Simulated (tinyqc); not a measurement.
Kinetics of strain relaxation and threading dislocations in mismatched semiconductor layers. Inputs raised by 5 %, one at a time. Computed by tinyqc, a small Python program. Command: `OMP_NUM_THREADS=1 python tinyqc.py 3031803 3031804 out.jsonl threading sens`. One thread of a shared host (Intel(R) Xeon(R) Processor @ 2.30GHz), about 0.01 s of CPU time with the checks.

60-degree dislocations on {111} planes of a (001) layer, isotropic elasticity. The Schmid factor is 1/sqrt(6), and a misfit segment relieves strain with b/2.

Inputs (values chosen for the exercise, modelled on In(0.2)Ga(0.8)As on GaAs): misfit f = 0.0137; shear modulus G = 45.1 GPa; Poisson ratio nu = 0.32; Burgers vector b = 4.05 angstrom; glide activation energy Q = 1.34 eV; velocity prefactor v0 = 13000 m/s per MPa; layer thickness h = 64 nm; anneal temperature T = 620 K; anneal time t = 18 s; initial thread density rho_0 = 170000 1/cm^2; multiplication constant delta = 5100 1/m; grading rate (misfit per thickness) R_f = 0.0051 1/micrometre; growth temperature of the buffer T_g = 954 K; growth rate R_g = 3 nm/s.

Sources: multiplication.

Constants: k_B = 8.617333262e-05 eV/K.

Method:
- Excess resolved stress tau = (1/sqrt 6) [2 G (1 + nu)/(1 - nu)] (e - e_eq), e_eq = b (1 - nu/4) [ln(h/b) + 1]/(4 pi (1 + nu) h), the Matthews-Blakeslee strain of an uncapped layer; glide velocity v = v0 tau exp(-Q/(k_B T)), tau in MPa.
- Threads run in two directions, so de/dt = -(b/4) rho v, and they multiply as d rho/dt = delta rho v. With x = e - e_eq, x0 = f - e_eq (fully strained at t = 0) and v = m S x (m the mobility, S x = tau): rho = rho_0 + (4 delta/b)(x0 - x), so dx/dt = -k x (a - x), k = delta m S, a = x0 + b rho_0/(4 delta): a logistic law, x = a/[1 + (a/x0 - 1) exp(k a t)].
- The half time is that at which x = x0/2.
- In steady grading, strain is fed at R_f R_g and relieved at (b/4) rho v. As a glide-limited estimate, the driving stress is taken as the mean stress of the strained top zone, whose depth z solves R_f z/2 = e_eq(z), with strain R_f z at the surface; tau_g = S R_f z/2 is its mean; then rho = 4 R_f R_g/(b m tau_g), m = v0 exp(-Q/(k_B T_g)), S = (1/sqrt 6) 2 G (1 + nu)/(1 - nu), e_eq(z) = b (1 - nu/4) [ln(z/b) + 1]/(4 pi (1 + nu) z).

Runs; columns: (1) input moved; (2) from; (3) to; (4) excess stress tau (MPa); (5) half time (s); (6) thread density of the buffer (1/cm^2); (7) depth z of the strained zone (nm):
```
(1)                                                        (2)       (3)     (4)     (5)     (6)     (7)
base run                                                     -         -  827.20  8.2925  298.55  256.17
misfit f                                                0.0137  0.014385  876.16  7.9070  298.55  256.17
anneal time t (s)                                           18      18.9  827.20  8.2925  298.55  256.17
initial thread density rho_0 (1/cm^2)                   170000    178500  827.20  8.2225  298.55  256.17
multiplication constant delta (1/m)                       5100      5355  827.20  7.9643  298.55  256.17
grading rate (misfit per thickness) R_f (1/micrometre)  0.0051  0.005355  827.20  8.2925  306.46  249.56
growth temperature of the buffer T_g (K)                   954    1001.7  827.20  8.2925  137.38  256.17
growth rate R_g (nm/s)                                       3      3.15  827.20  8.2925  313.48  256.17
```

Exponents ln(y'/y) / ln(x'/x):
```
input                                    excess stress tau  half time  thread density of the buffer  depth z of the strained zone
misfit f                                             1.179     -0.976                         0.000                         0.000
anneal time t                                        0.000      0.000                         0.000                         0.000
initial thread density rho_0                         0.000     -0.174                         0.000                         0.000
multiplication constant delta                        0.000     -0.828                         0.000                         0.000
grading rate (misfit per thickness) R_f              0.000      0.000                         0.536                        -0.536
growth temperature of the buffer T_g                 0.000      0.000                       -15.909                         0.000
growth rate R_g                                      0.000      0.000                         1.000                         0.000
```

To which inputs is each result most sensitive?

Among the inputs moved here: excess stress tau answers most in size to misfit f (exponent +1.179); its exponent is below 0.0005 for anneal time t, initial thread density rho_0, multiplication constant delta, grading rate (misfit per thickness) R_f, growth temperature of the buffer T_g, growth rate R_g. Half time answers most in size to misfit f (exponent -0.976), next to multiplication constant delta (-0.828); its exponent is below 0.0005 for anneal time t, grading rate (misfit per thickness) R_f, growth temperature of the buffer T_g, growth rate R_g. Thread density of the buffer answers most in size to growth temperature of the buffer T_g (exponent -15.909), next to growth rate R_g (+1.000); its exponent is below 0.0005 for misfit f, anneal time t, initial thread density rho_0, multiplication constant delta. Its exponent +0.536 in grading rate (misfit per thickness) R_f: the feed goes as R_f and the stress as its root, but for the logarithm. Its exponent +1.000 in growth rate R_g: strain fed per time. Depth z of the strained zone answers most in size to grading rate (misfit per thickness) R_f (exponent -0.536); its exponent is below 0.0005 for misfit f, anneal time t, initial thread density rho_0, multiplication constant delta, growth temperature of the buffer T_g, growth rate R_g. Its exponent -0.536 in grading rate (misfit per thickness) R_f: R_f z against 1/z, but for the logarithm.

Caution (all rows): real buffers seldom go below 1e5 /cm^2, as pile-ups and nucleation take over; this value is a lower bound.
